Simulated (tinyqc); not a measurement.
Worked calculation: plane-wave Kohn-Sham cycle with exchange-only LDA in a layered model solid. Computed by tinyqc, a small Python program that keeps every step. Settings: points = 16, plane-wave index or count = 2, electrons = 2, k points = 2, area = 33.0, mixing = 0.5, iteration cap = 64. Command: `OMP_NUM_THREADS=1 python tinyqc.py 22892 22893 out.jsonl` (the two numbers bound the seeds that draw the settings). One thread of a shared host (Intel(R) Xeon(R) Processor @ 2.60GHz), about 0.01 s of CPU time with the checks. Later iterations appear only in the table of the cycle.

## Iteration 1: potential

A solid whose potential varies along x alone (atomic units):
```
parameter                      value
period a                    5.100000
cross-section of the cell  33.000000
electrons per cell                 2
grid points                       16
plane waves -n..n, n               2
k points                           2
V1 in V1 cos(2 pi x/a)     -0.740000
```

density at the start, on the grid x_j = j a/N (e/bohr^3): [0.0118835, 0.0118835, 0.0118835, 0.0118835, 0.0118835, 0.0118835, 0.0118835, 0.0118835, 0.0118835, 0.0118835, 0.0118835, 0.0118835, 0.0118835, 0.0118835, 0.0118835, 0.0118835]

V_H(G) = 4 pi rho(G)/G^2 for G != 0 (uniform background); v_x = -(3 rho/pi)^(1/3); V = V_ext + V_H + v_x; Fourier components f(G_m) = (1/N) sum_j f(x_j) exp(-i G_m x_j).

Potentials on the grid (hartree):
```
x           V_ext      V_H       v_x         V
0.00000  -0.74000  0.00000  -0.22472  -0.96472
0.31875  -0.68367  0.00000  -0.22472  -0.90839
0.63750  -0.52326  0.00000  -0.22472  -0.74798
0.95625  -0.28319  0.00000  -0.22472  -0.50790
1.27500         0  0.00000  -0.22472  -0.22472
1.59375   0.28319  0.00000  -0.22472   0.05847
1.91250   0.52326  0.00000  -0.22472   0.29854
2.23125   0.68367  0.00000  -0.22472   0.45895
2.55000   0.74000  0.00000  -0.22472   0.51528
2.86875   0.68367  0.00000  -0.22472   0.45895
3.18750   0.52326  0.00000  -0.22472   0.29854
3.50625   0.28319  0.00000  -0.22472   0.05847
3.82500         0  0.00000  -0.22472  -0.22472
4.14375  -0.28319  0.00000  -0.22472  -0.50790
4.46250  -0.52326  0.00000  -0.22472  -0.74798
4.78125  -0.68367  0.00000  -0.22472  -0.90839
```

V(G_m), m = 0, 1, 2, ... (hartree): [-0.22472, -0.37000, 0.00000, 0.00000, 0.00000]

## Iteration 1: Hamiltonian at one k

k = 0.25000 2 pi / a

H(m,m') = (k + G_m)^2/2 delta + V(G_m - G_m'), with V(-G) = V(G).

H (hartree), order -2, -1, +0, +1, +2:
```
[[2.09944, -0.37000, 0.00000, 0.00000, 0.00000],
 [-0.37000, 0.20217, -0.37000, 0.00000, 0.00000],
 [0.00000, -0.37000, -0.17729, -0.37000, 0.00000],
 [0.00000, 0.00000, -0.37000, 0.96108, -0.37000],
 [0.00000, 0.00000, 0.00000, -0.37000, 3.61726]]
```

## Iteration 1: levels at that k

Diagonalise the Hermitian matrix.

eigenvalues (hartree): [-0.48858, 0.31566, 1.03588, 2.17119, 3.66850]

## Iteration 1: new density

Motion across x is left out: the lowest 1 band(s) hold two electrons at each of the k points (j + 1/2)/nk - 1/2. Residual R = rho(out) - rho(in); rho(new) = rho(in) + 0.5 R. rho(out) = 2/(a A nk) sum |psi|^2 with psi = sum c exp(i G x). Harris energy E = band energy - dV sum rho (V_H/2 + v_x) + (3/4) dV sum rho v_x with rho(in), dV = a A/N, band energy = (2/nk) sum of the filled levels.

rho(out) (e/bohr^3): [0.0319260, 0.0291070, 0.0220884, 0.0140318, 0.0075740, 0.0035941, 0.0016130, 0.0008012, 0.0005916, 0.0008012, 0.0016130, 0.0035941, 0.0075740, 0.0140318, 0.0220884, 0.0291070]

density after iteration 1 (e/bohr^3): [0.0219048, 0.0204953, 0.0169860, 0.0129577, 0.0097288, 0.0077388, 0.0067483, 0.0063424, 0.0062376, 0.0063424, 0.0067483, 0.0077388, 0.0097288, 0.0129577, 0.0169860, 0.0204953]

energy per cell = -0.8647917 hartree

## Iteration 2: potential

As before.

Potentials on the grid (hartree):
```
x           V_ext       V_H       v_x         V
0.00000  -0.74000   0.06717  -0.27553  -0.94836
0.31875  -0.68367   0.06093  -0.26949  -0.89223
0.63750  -0.52326   0.04392  -0.25314  -0.73248
0.95625  -0.28319   0.02045  -0.23130  -0.49403
1.27500         0  -0.00449  -0.21022  -0.21471
1.59375   0.28319  -0.02680  -0.19478   0.06160
1.91250   0.52326  -0.04394  -0.18609   0.29323
2.23125   0.68367  -0.05457  -0.18228   0.44682
2.55000   0.74000  -0.05817  -0.18127   0.50056
2.86875   0.68367  -0.05457  -0.18228   0.44682
3.18750   0.52326  -0.04394  -0.18609   0.29323
3.50625   0.28319  -0.02680  -0.19478   0.06160
3.82500         0  -0.00449  -0.21022  -0.21471
4.14375  -0.28319   0.02045  -0.23130  -0.49403
4.46250  -0.52326   0.04392  -0.25314  -0.73248
4.78125  -0.68367   0.06093  -0.26949  -0.89223
```

V(G_m), m = 0, 1, 2, ... (hartree): [-0.21946, -0.36244, -0.00230, 0.00022, 0.00008]

## Iteration 2: Hamiltonian at one k

k = 0.25000 2 pi / a

As before.

H (hartree), order -2, -1, +0, +1, +2:
```
[[2.10470, -0.36244, -0.00230, 0.00022, 0.00008],
 [-0.36244, 0.20742, -0.36244, -0.00230, 0.00022],
 [-0.00230, -0.36244, -0.17203, -0.36244, -0.00230],
 [0.00022, -0.00230, -0.36244, 0.96633, -0.36244],
 [0.00008, 0.00022, -0.00230, -0.36244, 3.62251]]
```

## Iteration 2: levels at that k

As before.

eigenvalues (hartree): [-0.47457, 0.32068, 1.03777, 2.17341, 3.67164]

## Iteration 2: new density

As before.

rho(out) (e/bohr^3): [0.0317970, 0.0290041, 0.0220464, 0.0140488, 0.0076226, 0.0036466, 0.0016560, 0.0008346, 0.0006213, 0.0008346, 0.0016560, 0.0036466, 0.0076226, 0.0140488, 0.0220464, 0.0290041]

density after iteration 2 (e/bohr^3): [0.0268509, 0.0247497, 0.0195162, 0.0135032, 0.0086757, 0.0056927, 0.0042022, 0.0035885, 0.0034295, 0.0035885, 0.0042022, 0.0056927, 0.0086757, 0.0135032, 0.0195162, 0.0247497]

energy per cell = -0.8517040 hartree

## Convergence

Stop when sqrt(dV sum R^2) is below 1e-8, dV = a A/N.

Course of the cycle:
```
iteration  E (hartree)  norm of the residual
1           -0.8647917              1.44e-01
2           -0.8517040              7.13e-02
3           -0.8494715              3.52e-02
4           -0.8495065              1.75e-02
5           -0.8496877              8.74e-03
6           -0.8497747              4.39e-03
7           -0.8498053              2.21e-03
8           -0.8498146              1.12e-03
9           -0.8498172              5.67e-04
10          -0.8498180              2.88e-04
11          -0.8498182              1.46e-04
...                ...                   ...
16          -0.8498182              4.92e-06
17          -0.8498182              2.50e-06
18          -0.8498182              1.27e-06
19          -0.8498182              6.44e-07
20          -0.8498182              3.27e-07
21          -0.8498182              1.66e-07
22          -0.8498182              8.43e-08
23          -0.8498182              4.28e-08
24          -0.8498182              2.18e-08
25          -0.8498182              1.11e-08
26          -0.8498182              5.61e-09
```

Converged in 26 iterations. Before convergence this energy mixes input and output and is not variational, so it may rise towards its limit.
